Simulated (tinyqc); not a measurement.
How thick the regions must be: band offset from the macroscopic average of a supercell potential.

A model of the planar-averaged electrostatic energy of an electron in a periodic cell of N1 periods of A (L1 = N1 n1 h) and N2 periods of B (L2 = N2 n2 h), on z_j = j h: V(z) = f VA + (1 - f) VB + F t(z), VA = V1[0] + V1[1] cos(2 pi z/(n1 h)) + V1[2] cos(4 pi z/(n1 h)), VB the same with V2, n2 and z - L1. f = [tanh(z/w) - tanh((z - L1)/w) + tanh((z - L1 - L2)/w)]/2 + 1/2; t(z) = z - L1/2 in A and (L1/L2)(L1 + L2/2 - z) beyond, so that the cell is periodic.

Running mean over n points, periodic: for odd n the plain mean of the n points centred on j; for even n the n + 1 points with half weight at both ends. The macroscopic average applies the mean over n1 points and then over n2 points.

Parameters, chosen for this exercise (gaps near those of Si and GaP; not measured data):

| symbol | value | unit | meaning |
|---|---|---|---|
| h | 0.25 | angstrom | grid step |
| n1 | 7 |  | grid points per period of A |
| n2 | 6 |  | grid points per period of B |
| V1 | (-11.7, 3.7, 0.31) | eV | mean and two harmonics of the potential in A |
| V2 | (-4.73, 4.72, 0.17) | eV | the same in B |
| w | 0.39 | angstrom | width of the interfaces |

N1 = N2 = N, no slope (F = 0); dV is read at j = floor(N n1/2) and N n1 + floor(N n2/2). The exact value is V2[0] - V1[0].

Results:

| N | L1 (angstrom) | dV (eV) | error (meV) |
|---|---|---|---|
| 1 | 1.75 | 2.7468 | -4223.23 |
| 2 | 3.50 | 6.4819 | -488.11 |
| 3 | 5.25 | 6.9623 | -7.68 |
| 4 | 7.00 | 6.9697 | -0.25 |
| 5 | 8.75 | 6.9700 | 0.00 |
| 6 | 10.50 | 6.9700 | 0.00 |

The error is below 10 meV from N = 3 on. The two windows together span 3.25 angstrom and must fit between the interface tails, which fall as exp(-2 z/w); the errors at N = 2, 3 and 4 are -488.11, -7.68 and -0.25 meV.

Run: tinyqc, `OMP_NUM_THREADS=1 python tinyqc.py 1880412 1880413 out.jsonl`; Intel(R) Xeon(R) Processor @ 2.30GHz, one thread, shared host; about 0.01 s of CPU time with all checks.
